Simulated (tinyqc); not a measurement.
What moves the results: Slater-Koster d bands of an fcc metal. A value that a table varies takes the place of the one given here.

Slater-Koster d bands. For a bond with direction cosines (l, m, n) the 5 x 5 block is dds Ps + ddp Pp + ddd (1 - Ps - Pp), the projectors on sigma, pi and delta states about the bond; for instance <xy|xy> = 3 l^2 m^2 dds + (l^2 + m^2 - 4 l^2 m^2) ddp + (n^2 + l^2 m^2) ddd, <xy|yz> = 3 l m^2 n dds + l n (1 - 4 m^2) ddp + l n (m^2 - 1) ddd and <3z2-r2|3z2-r2> = (n^2 - (l^2 + m^2)/2)^2 dds + 3 n^2 (l^2 + m^2) ddp + (3/4)(l^2 + m^2)^2 ddd. H(k) sums the blocks times cos(k.R) over the neighbours; the d level is the zero of energy; k in 2 pi/a.

Neighbours: twelve at (a/2)(1,1,0) and equivalents.

Mesh: k = f1 b1 + f2 b2 + f3 b3 with fractions (j + 1/2)/N, j = 0 to N - 1, and b = (-1,1,1), (1,-1,1), (1,1,-1) for fcc, (0,1,1), (1,0,1), (1,1,0) for bcc, unit vectors for simple cubic. The lowest Nd/10 of all levels are filled with two electrons each; the bond energy is their sum per atom.

Values chosen for the exercise (of the size met in Ir; the results hold for these values, not for the real material): dds = -0.993 eV (dd sigma); ddp = 0.487 eV (dd pi); ddd = -0.07 eV (dd delta); N = 10 (mesh); f2 = 0.487 (factor for second neighbours in bcc).

## Band filling: full bands against the rectangular model

W = sqrt(12 mu2) with mu2 the mean square level on the mesh; rectangular model: Fermi level W (Nd/10 - 1/2), bond energy -W Nd (10 - Nd)/20. The Fermi level of the mesh is the highest filled level.

Per atom (eV):
```
Nd  EF, bands  bond energy, bands  EF, rectangle  bond energy, rectangle
1      -2.382              -3.082         -2.603                  -2.928
2      -1.907              -5.197         -1.952                  -5.206
3      -1.358              -6.808         -1.301                  -6.832
4      -0.787              -7.906         -0.651                  -7.808
5       0.032              -8.275          0.000                  -8.134
6       0.873              -7.810          0.651                  -7.808
7       1.405              -6.640          1.301                  -6.832
8       1.938              -4.948          1.952                  -5.206
9       2.491              -2.705          2.603                  -2.928
```

W = 6.507 eV
full width on the mesh = 7.612 eV

What can be read from the table?

The bond energy is deepest at Nd = 5 (-8.275 eV); the rectangle has its minimum at 5. The two differ most at Nd = 8, by 0.258 eV or 3 % of the deepest value: the second moment fixes the parabola, and higher moments the rest. At Nd = 3 and 7 the bands give -6.808 and -6.640 eV, a skew towards less than half filling.

## Which lattice a d-band metal prefers

fcc has twelve neighbours, bcc eight and six (the six times f2), simple cubic six. The integrals of bcc and sc are scaled so that all three have the second moment of fcc, which stands for equal repulsion (structural energy difference theorem). s and p electrons are left out.

Bond energy per atom:
```
Nd  fcc (eV)  bcc - fcc (meV)  sc - fcc (meV)
1     -3.082              168            -145
2     -5.197               -4            -117
3     -6.808             -215             144
4     -7.906             -378             486
5     -8.275               92             680
6     -7.810              397             390
7     -6.640              358             -24
8     -4.948               77            -366
9     -2.705             -184            -522
```

scale factors: bcc 1.1285, sc 1.4142

mu3/mu2^1.5: fcc -0.139, bcc -0.129, sc 0.000

mu4/mu2^2: fcc 1.840, bcc 1.758, sc 2.474

largest change of a difference when N is raised to 14 = 19 meV

How do the results move?

fcc is lowest for Nd = 5 and 6. bcc is lowest for Nd = 3 and 4. sc is lowest for Nd = 1, 2, 7, 8 and 9. bcc gains most on fcc at Nd = 4 (-378 meV). A small fourth moment marks a two-peaked band, which tends to favour fillings near one half; bcc has -4 % against fcc, and at Nd = 5 it lies +92 meV from fcc, which the fourth moment alone does not explain (differences of a few tens of meV are within the error of the mesh; hcp is left out, and this d-only model can miss the lattice of the real metal). The third moments, from three-membered rings, skew the bands. That simple cubic wins anywhere comes from keeping d bands and equal second moments alone; no transition metal takes it. Differences below about 19 meV are within the error of this mesh, and the s and p electrons left out weigh most where the d band is nearly empty or full.

## What each integral does

Levels at Gamma, E(t2g) = 3 dds + 4 ddp + 5 ddd, E(eg) = 1.5 dds + 6 ddp + 4.5 ddd, and W = sqrt(12 mu2), the width of a rectangular band with the same second moment mu2 = z (dds^2 + 2 ddp^2 + 2 ddd^2)/5, z = 12. Each row changes one parameter from the base and keeps the others.

Results:
```
case              t2g (eV)  eg (eV)  W (eV)
base               -1.3810   1.1175  6.5070
dds = -0.844 eV    -0.9340   1.3410  5.8701
ddp = 0.4139 eV    -1.6734   0.6789  6.2087
ddd = -0.0805 eV   -1.4335   1.0702  6.5140
```

How do the results move?

The largest shifts from the base row, up to three for each result and ties (the steps differ in size, so this ranks the rows, not the parameters). t2g (eV): dds +0.4470, ddp -0.2924, ddd -0.0525. eg (eV): ddp -0.4386, dds +0.2235, ddd -0.0473. W (eV): dds -0.6369, ddp -0.2983, ddd +0.0070. The ratio of the shifts of t2g and eg names the integral: 3 : 1.5 for dds, 4 : 6 for ddp, 5 : 4.5 for ddd.

Program tinyqc; command `OMP_NUM_THREADS=1 python tinyqc.py 1450565 1450566 out.jsonl`; about 0.04 s on one thread of a shared Intel(R) Xeon(R) Processor @ 2.30GHz.
